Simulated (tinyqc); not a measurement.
Ferroelectric with a first-order transition, Landau-Devonshire energy: two steps of the calculation.

One domain with free energy u = al P^2 + be P^4 + ga P^6 - E P, al = a0 (T - T0), be < 0 < ga (P in uC/cm^2, E in kV/cm, u in mJ/cm^3). Equilibrium: E = 2 al P + 4 be P^3 + 6 ga P^5; a state is stable against small changes where dE/dP > 0. The coercive field is that of uniform switching, which real films, switching by domains, do not reach.

Inputs (values chosen for the exercise):
- a0 = 0.012 kV cm/(uC K) (slope of the quadratic coefficient)
- T0 = 450 K (Curie-Weiss temperature)
- be = -0.0022 kV cm^5/uC^3 (quartic coefficient)
- ga = 2.7e-6 kV cm^9/uC^5 (sixth-order coefficient)
- Ea = 44 kV/cm (applied field)

Task 1. Transition temperatures. TC = T0 + be^2/(4 a0 ga), where u(Ps) = u(0); T1 = T0 + be^2/(3 a0 ga), where the polar minimum disappears. At TC the polarisation jumps from sqrt(-be/(2 ga)) to zero, with latent heat TC a0 Ps^2.

Give: TC; T1; jump of P; latent heat.

Result 1.

TC = 487.35 K
T1 = 499.79 K
jump of P = 20.184 uC/cm^2
latent heat = 2.3826 J/cm^3

Thermal hysteresis can span T0 to T1, 49.8 K.

Task 2. Polarisation on the upper branch by Newton steps. f = 2 al P + 4 be P^3 + 6 ga P^5 - Ea, f' = 2 al + 12 be P^2 + 30 ga P^4, P(new) = P - f/f'.

P at the start = 34.1 uC/cm^2
al = -0.24 kV cm/uC

Give: f; f'; P after iteration 1.

Result 2.

f = 337.64 kV/cm
f' = 78.344 kV cm/uC
P after iteration 1 = 29.790 uC/cm^2

Program tinyqc, `OMP_NUM_THREADS=1 python tinyqc.py 2860071 2860072 out.jsonl`; Intel Xeon 2.30GHz, shared host, one thread, about 0.01 s.
